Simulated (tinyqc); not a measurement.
Wavelength: periodic multilayer mirror for extreme ultraviolet light.

s polarisation, vacuum above. q_j = sqrt(N_j^2 - sin^2 theta); interface r_jk = (q_j - q_k)/(q_j + q_k) exp(-2 (2 pi/lam)^2 q_j q_k sg^2) (Nevot-Croce; sg = 0 if not given); phase factor of a layer x_j = exp(4 pi i q_j d_j/lam). Each period has the spacer (thickness (1 - Gm) L) on top of the absorber (Gm L). In this recursion R is the amplitude; R in tables and results is the reflectance, its squared modulus. The substrate is of the spacer material. Starting with R = 0 in it, each interface upward gives R -> (r + R x)/(1 + r R x), x that of the layer below the interface (1 for the substrate).

Inputs chosen for the exercise (optical constants near those of Mo and Si at 13.5 nm; not measured data): dA = (0.0765, 0.00604) (delta and beta of the absorber, N = 1 - delta + i beta); dS = (0.0011, 0.00182) (delta and beta of the spacer and the substrate); L = 7.14 nm (period); Gm = 0.38 (absorber share of the period); theta = 12 degrees (angle from the normal); sg = 0.5 nm (interface roughness); Np = 30 (periods).

The optical constants are held fixed.

Reflectance:

| lam (nm) | R |
|---|---|
| 12.9 | 0.084 |
| 13.0 | 0.038 |
| 13.1 | 0.132 |
| 13.2 | 0.360 |
| 13.3 | 0.525 |
| 13.4 | 0.616 |
| 13.5 | 0.663 |
| 13.6 | 0.680 |
| 13.7 | 0.665 |
| 13.8 | 0.599 |
| 13.9 | 0.433 |
| 14.0 | 0.156 |
| 14.1 | 0.020 |
| 14.2 | 0.073 |
| 14.3 | 0.096 |

How do the results move, and what explains it?

The largest value listed is 0.680 at 13.6 nm, against lam_B = 2 L Re(mean q) = 13.533 nm; the peak lies on the long side, where the nodes of the standing wave fall in the absorber. R exceeds half of that from 13.2 to 13.9 nm of the wavelengths listed, at least 5.1 % of the wavelength; a chain of ten mirrors narrows it, since R^10 falls to half where R has lost only 7 %.

(tinyqc, `OMP_NUM_THREADS=1 python tinyqc.py 1680573 1680574 out.jsonl`, Intel(R) Xeon(R) Processor @ 2.30GHz, 1 thread, shared host, about 0.01 s.)
